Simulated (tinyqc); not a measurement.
Six-band k.p model of the valence band of a wurtzite crystal: one step. Edges without strain. Two cases, with inputs chosen for the exercise.

Task: Set Le = Te = 0.

At k = 0: E1 = D1c + D2c + Te + Le (pure HH); E2, E3 = Le + u +/- sqrt(u^2 + 2 D3c^2), u = (D1c - D2c + Te)/2, D1c = Dcr, D2c = D3c = Dso/3. The weight of LH in state 2 is fL = (E2 - Le)^2/((E2 - Le)^2 + 2 D3c^2). Relative strengths of transitions to the conduction band: for E perpendicular to c (TE) 1/2, fL/2, (1 - fL)/2; for E along c (TM) 0, 1 - fL, fL, with one momentum element for both directions.

Give: E1, E2, E3 without strain; fL; edges from the top.

Case 1.

Values chosen (out of a larger set: near those of GaN; not measured data): Dcr = 0.0184 eV (crystal-field splitting); Dso = 0.017 eV (spin-orbit splitting).

Result:

E1, E2, E3 without strain (eV): 0.0241  0.0166  -0.0039

fL = 0.8110

edges from the top (eV): 0.0000  -0.0075  -0.0279

Case 2.

Values chosen (out of a larger set: near those of GaN; not measured data): Dcr = 0.0181 eV (crystal-field splitting); Dso = 0.0168 eV (spin-orbit splitting).

Result:

E1, E2, E3 without strain (eV): 0.0237  0.0163  -0.0038

fL = 0.8098

edges from the top (eV): 0.0000  -0.0074  -0.0275

The top is state 1 (HH), TE light alone.

Computed by tinyqc, one run a case: `OMP_NUM_THREADS=1 python tinyqc.py N N+1 out.jsonl` with N = 1051594, 1080260; one thread of a shared Intel(R) Xeon(R) Processor @ 2.30GHz, about 0.01 s a run at most.
